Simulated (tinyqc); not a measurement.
Inside a calculation. Method: CCSD on RHF in the 3-21g basis, for H3+, spin multiplicity 1. One step of it, computed by the program tinyqc.

Problem. Iteration 6 (converged): orbitals. Diagonalise F' = X^T F X, C = X C', fill 1 alpha and 1 beta electrons from the bottom; D = 2 C_occ C_occ^T. Each column has its largest component positive (the first on a tie).

converged F (hartree):
```
,1H 1s,1H 2s,2H 1s,2H 2s,3H 1s,3H 2s
1H 1s,-0.309097,-0.744420,-0.517475,-0.615092,-0.517745,-0.615232
1H 2s,-0.744420,-0.764747,-0.613072,-0.722631,-0.613269,-0.722731
2H 1s,-0.517475,-0.613072,-0.304064,-0.739706,-0.508204,-0.608249
2H 2s,-0.615092,-0.722631,-0.739706,-0.760981,-0.608306,-0.719158
3H 1s,-0.517745,-0.613269,-0.508204,-0.608306,-0.304206,-0.739839
3H 2s,-0.615232,-0.722731,-0.608249,-0.719158,-0.739839,-0.761086
```

X:
```
,1,2,3,4,5,6
1H 1s,-0.783094,0.009622,0.715694,0.797600,-0.009800,0.178854
1H 2s,1.880708,-0.022805,-0.504523,0.329466,-0.004039,0.255991
2H 1s,0.384387,-0.684890,0.721186,-0.388610,0.687620,0.177757
2H 2s,-0.922551,1.621459,-0.500097,-0.164551,0.290539,0.255146
3H 1s,0.401086,0.675171,0.721040,-0.405690,-0.677937,0.177789
3H 2s,-0.962639,-1.598485,-0.500225,-0.171667,-0.286254,0.255170
```

Give: F' = X^T F X; orbital energies; coefficients C; D after iteration 6.

Solution.

F' = X^T F X (hartree):
```
,1,2,3,4,5,6
1,0.5470,0.0000,0.0029,-0.4725,0.0000,0.0006
2,0.0000,0.5476,-0.0001,0.0000,-0.4660,0.0000
3,0.0029,-0.0001,0.5192,-0.0015,0.0001,-0.2219
4,-0.4725,0.0000,-0.0015,0.0960,0.0000,-0.0021
5,0.0000,-0.4660,0.0001,0.0000,0.0797,0.0001
6,0.0006,0.0000,-0.2219,-0.0021,0.0001,-1.0954
```

orbital energies (hartree): MO1 -1.1254, MO2 -0.2077, MO3 -0.2021, MO4 0.5491, MO5 0.8351, MO6 0.8451

coefficients C:
```
,MO1,MO2,MO3,MO4,MO5,MO6
1H 1s,0.2745,-0.0032,0.2559,0.6965,0.0131,-1.0806
1H 2s,0.1866,-0.0154,1.2822,-0.5477,-0.0172,1.4096
2H 1s,0.2718,0.2256,-0.1245,0.6850,-0.9442,0.5397
2H 2s,0.1857,1.0986,-0.6313,-0.5227,1.2277,-0.6975
3H 1s,0.2719,-0.2225,-0.1300,0.6854,0.9303,0.5630
3H 2s,0.1858,-1.0829,-0.6587,-0.5234,-1.2099,-0.7278
```

D after iteration 6:
```
,1H 1s,1H 2s,2H 1s,2H 2s,3H 1s,3H 2s
1H 1s,0.1507,0.1025,0.1492,0.1020,0.1493,0.1020
1H 2s,0.1025,0.0697,0.1015,0.0693,0.1015,0.0693
2H 1s,0.1492,0.1015,0.1478,0.1010,0.1478,0.1010
2H 2s,0.1020,0.0693,0.1010,0.0690,0.1010,0.0690
3H 1s,0.1493,0.1015,0.1478,0.1010,0.1479,0.1010
3H 2s,0.1020,0.0693,0.1010,0.0690,0.1010,0.0690
```
